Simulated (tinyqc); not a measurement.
MOSFET in the linear regime without short-channel effects, parameter extraction from computed curves: one step of the calculation.

Inversion charge Q = Cox n Vt W0(exp((Vg - VT)/(n Vt))), W0 the Lambert function and n = nf; u = Q/Cox; mobility mu = mu0/(1 + th1 u + th2 u^2); channel resistance Rch = (L - dL)/(W mu Q); Id = Vd/(Rch + Rsd/W). Cox = eps0 eox/tox. Small Vd, no channel-length or drain effects.

Problem. Threshold and mobility at the peak transconductance. gm_i = (Id_(i+1) - Id_(i-1))/(Vg_(i+1) - Vg_(i-1)); at the point j of largest gm the tangent meets the axis at V_ext = Vg_j - Id_j/gm_j; field-effect mobility gm_j L/(W Cox Vd) with the drawn L.

Inputs (values chosen for the exercise); channel values of the order met in silicon transistors:
```
symbol,value,unit,meaning
eox,3.9,,relative permittivity of the gate insulator (close to silicon dioxide)
tox,2.8,nm,insulator thickness
mu0,220,cm^2/(V s),low-field mobility
VT,0.68,V,threshold voltage
W,10,um,gate width
L,0.35,um,drawn gate length
dL,0.005,um,drawn less effective length
Vd,0.05,V,drain voltage
```

Constants: eps0 = 8.8541878128e-14 F/cm where lengths are in cm. Results are converted to the units shown.

```
point,Vg (V),Id (uA)
0,0.38,3.5061698e-15
1,0.53,1.0947082e-7
2,0.68,1.9290390
3,0.83,44.140631
4,0.98,82.813606
5,1.13,113.03544
6,1.28,136.44779
7,1.43,154.56220
8,1.58,168.55587
```

Find: gm; j; V_ext; field-effect mobility.

Solution.

```
point,gm (uS)
1,6.430
2,147.1
3,269.6
4,229.6
5,178.8
6,138.4
7,107.0
```

j = 3
V_ext = 0.6663 V
field-effect mobility = 153.0 cm^2/(V s)

V_ext is 14 mV below the model VT, and the mobility so found is 31 % below mu0 L/(L - dL) = 223 cm^2/(V s), the value for the drawn L; attenuation, series resistance and the slow approach of Q to a straight line all lower the peak gm.

Computed by the program tinyqc: `OMP_NUM_THREADS=1 python tinyqc.py 2210148 2210149 out.jsonl`, one thread of a shared Intel Xeon 2.30GHz, about 0.01 s for the whole run.
